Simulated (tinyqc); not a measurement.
Worked calculation: Ewald sum of point charges, caesium chloride lattice. Computed by tinyqc, a small Python program that keeps every step. Command: `OMP_NUM_THREADS=1 python tinyqc.py 25809 25810 out.jsonl` (the two numbers bound the seeds that draw the settings). One thread of a shared host (Intel(R) Xeon(R) Processor @ 2.60GHz), about 0.05 s of CPU time with the checks.

## Ewald sum with eta = 0.453 1/bohr

cell vectors (rows) (bohr):
```
         1        2        3
1  8.40000  0.00000  0.00000
2  0.00000  8.40000  0.00000
3  0.00000  0.00000  8.40000
```

Charges:
```
q              f1       f2       f3
1.00000   0.00000  0.00000  0.00000
-1.00000  0.50000  0.50000  0.50000
```

Real space: 1/2 sum q_i q_j erfc(eta r)/r over all images with r > 0; reciprocal space: (2 pi/V) sum_(G != 0) exp(-G^2/4 eta^2)/G^2 |S(G)|^2 with S(G) = sum q exp(i G.r); self term -eta/sqrt(pi) sum q^2; background -pi Q^2/(2 V eta^2), Q the total charge.

Real-space shells (first ones):
```
r (bohr)  pairs  sum (hartree)
7.27461      16      -3.47e-06
8.40000      12       5.28e-08
11.87939     24              0
```

Reciprocal shells (first ones that count):
```
G^2 (1/bohr^2)  vectors  sum (hartree)
0.55950               6        0.23000
1.67850               8        0.02615
2.79751              24        0.01204
5.03551              30        0.00055
6.15452              24        0.00009
7.27352              24       1.98e-05
9.51152              48       1.99e-06
10.63053             24       2.27e-07
11.74953             48       1.05e-07
13.98753             30       3.62e-09
15.10654             32       9.13e-10
16.22554             72       4.90e-10
```

## The total does not depend on eta

The same sums for other eta.

Totals (hartree per cell):
```
eta           real  reciprocal      self  background       total
0.45300  -3.42e-06     0.26885  -0.51116     0.00000  -0.2423049
0.58200  -2.34e-09     0.41441  -0.65672     0.00000  -0.2423049
0.77600          0     0.63332  -0.87562     0.00000  -0.2423049
```

shortest distance = 7.27461 bohr

Madelung constant -E d / (formula units |q+ q-|) = 1.76267
